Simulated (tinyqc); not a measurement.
# A finite superlattice with mass mismatch, transfer matrices: effects of single changes

One electron of energy E comes from the left lead (band edge 0); no transverse momentum. Parabolic bands, masses in units of m0, C = hbar^2/(2 m0); psi and psi'/m are continuous at every interface. N periods of a barrier d1 followed by a well Lw; the right lead equals the left one.

Values chosen for this exercise; masses and offsets of a made-up heterostructure: mass in the left lead mL = 0.02 m0; barrier height U1 = 1.2 eV; barrier mass m1 = 0.13 m0; barrier width d1 = 0.5 nm; well width (edge 0, mass mL) Lw = 5.4 nm; number of periods N = 6; electron energy E = 0.683 eV.

Constants: q = 1.602176634e-19 C, hbar = 1.054571817e-34 J s, m0 = 9.1093837015e-31 kg, hbar^2/(2 m0) = 0.0380998212 eV nm^2. Results are converted to the units shown.

Each table varies one quantity; the others keep the values above.

## Lowest miniband against Lw

For the pair (psi, psi'/m) a flat layer has M = [[cos kd, (m/k) sin kd], [-(k/m) sin kd, cos kd]] with k = sqrt(m (E - U)/C) above its edge U, and M = [[cosh Kd, (m/K) sinh Kd], [(K/m) sinh Kd, cosh Kd]] with K = sqrt(m (U - E)/C) below it. With x(E) = (M11 + M22)/2 of one period, the lowest miniband of the infinite superlattice runs from x = 1 to x = -1, and the mass at its bottom is -2 C (dx/dE)/(d1 + Lw)^2.

Lowest miniband against Lw:

| Lw (nm) | bottom (eV) | top (eV) | width (meV) | mass at the bottom (m0) |
|---|---|---|---|---|
| 2.7 | 0.1685 | 0.6917 | 523.3 | 0.04163 |
| 3.9 | 0.1186 | 0.4374 | 318.8 | 0.03695 |
| 5 | 0.09222 | 0.3140 | 221.8 | 0.03450 |
| 6.2 | 0.07353 | 0.2322 | 158.7 | 0.03280 |
| 7.3 | 0.06155 | 0.1830 | 121.5 | 0.03177 |
| 8.5 | 0.05191 | 0.1455 | 93.62 | 0.03099 |
| 9.6 | 0.04514 | 0.1206 | 75.43 | 0.03049 |
| 10.8 | 0.03931 | 0.1001 | 60.79 | 0.03012 |

The width falls from 523 to 60.8 meV, the bottom falls from 0.168 to 0.0393 eV, and the mass at the bottom falls from 0.0416 to 0.0301 m0 (well mass 0.02). In every row a layer is thinner than 0.8 nm, a few atomic planes, where an effective mass is a rough description.

## Transmission against energy

The matrices are multiplied with later layers to the left. With M acting on (psi, psi'/m) and v = k/m in each lead, T(E) = 4 vL vR/[(vL vR M12 - M21)^2 + (vR M11 + vL M22)^2]. The last column is exp(-2 sum K d) over the layers with U > E.

Transmission against energy:

| E (eV) | T(E) | exp(-2 sum K d) |
|---|---|---|
| 0.096 | 0.6518 | 8.761e-6 |
| 0.284 | 0.01939 | 2.473e-5 |
| 0.471 | 4.211e-5 | 7.768e-5 |
| 0.659 | 6.745e-4 | 2.882e-4 |
| 0.847 | 0.7169 | 0.001381 |
| 1.034 | 0.4578 | 0.01094 |
| 1.222 | 0.5445 | 1.000 |
| 1.409 | 1.426e-4 | 1.000 |
| 1.597 | 1.092e-5 | 1.000 |
| 1.785 | 5.777e-6 | 1.000 |
| 1.972 | 1.158e-5 | 1.000 |
| 2.16 | 9.749e-5 | 1.000 |

What does the table show?

T(E) runs from 0.652 at 0.096 eV to 9.75e-5 at 2.16 eV; among the rows its largest value is 0.717 at 0.847 eV. Below the barriers it exceeds exp(-2 sum K d) by up to a factor of 74400 (at 0.096 eV), which marks a resonance or miniband close to that energy. In every row a layer is thinner than 0.8 nm, a few atomic planes, where an effective mass is a rough description.

## Transmission against the number of periods

x = (M11 + M22)/2 of one period. For |x| < 1 the energy lies in a miniband and cos(th) = x; for |x| > 1 it lies in a gap and cosh(g) = |x|. M^N = U_(N-1)(x) M - U_(N-2)(x) 1, with U_n = sin((n + 1) th)/sin th in a band and sign(x)^n sinh((n + 1) g)/sinh g in a gap.

Results:

| N | T(E) | 1/T(E) - 1 |
|---|---|---|
| 1 | 0.42299 | 1.3641 |
| 2 | 0.12381 | 7.0766 |
| 3 | 0.040124 | 23.923 |
| 4 | 0.013715 | 71.911 |
| 5 | 0.0047838 | 208.04 |
| 6 | 0.0016807 | 593.99 |
| 8 | 2.0871e-4 | 4790.2 |
| 12 | 3.2301e-6 | 3.0959e5 |
| 16 | 5.0002e-8 | 1.9999e7 |

Estimate the missing row, N = 10.

Computed row:

| N | T(E) | 1/T(E) - 1 |
|---|---|---|
| 10 | 2.5962e-5 | 38517 |

With this row back in the table: Here x = -1.139. The energy lies in a gap with g = 0.521: T(E) falls from 0.423 to 5.00e-8, over the last four periods by 1.04 in ln T(E) a period, against 2 g = 1.04. In every row a layer is thinner than 0.8 nm, a few atomic planes, where an effective mass is a rough description.

Range of the model: Masses are held fixed, although real bands cease to be parabolic a few tenths of an eV from their edges (inside a barrier too).

Computed by the program tinyqc: `OMP_NUM_THREADS=1 python tinyqc.py 2560115 2560116 out.jsonl`, one thread of a shared Intel Xeon 2.30GHz, about 0.02 s for the whole run.
